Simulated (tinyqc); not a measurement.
Grain-boundary diffusion: Harrison regimes, Fisher and Le Claire analysis, Hart average: one step, computed by the program tinyqc. Command: `OMP_NUM_THREADS=1 python tinyqc.py 3009553 3009554 out.jsonl gbdiff walk`. One thread of a shared host (Intel(R) Xeon(R) Processor @ 2.30GHz), about 0.01 s of CPU time with the checks.

A boundary is a slab of width delta with diffusivity D_b, normal to a surface held at constant concentration; it leaks into grains of diffusivity D.

Question. Penetration along an isolated boundary. Fisher: the mean concentration falls as exp(-y/y_F), y_F = sqrt(P) (pi t/(4 D))^(1/4), with the boundary equation P d2c/dy2 = 2 c sqrt(D/(pi t)). Le Claire (from the Whipple solution): ln c falls as -(y/y_L)^(6/5) with P = 1.322 sqrt(D/t) y_L^2.

Inputs (values chosen for the exercise, for a model polycrystal): temperature T = 919 K; time t = 38000 s.

triple product P = 8.233535e-25 m^3/s

D = 3.774121e-22 m^2/s

Give: Fisher depth y_F; Le Claire depth y_L.

Answer.

Fisher depth y_F = 2.7059 um

Le Claire depth y_L = 2.4999 um
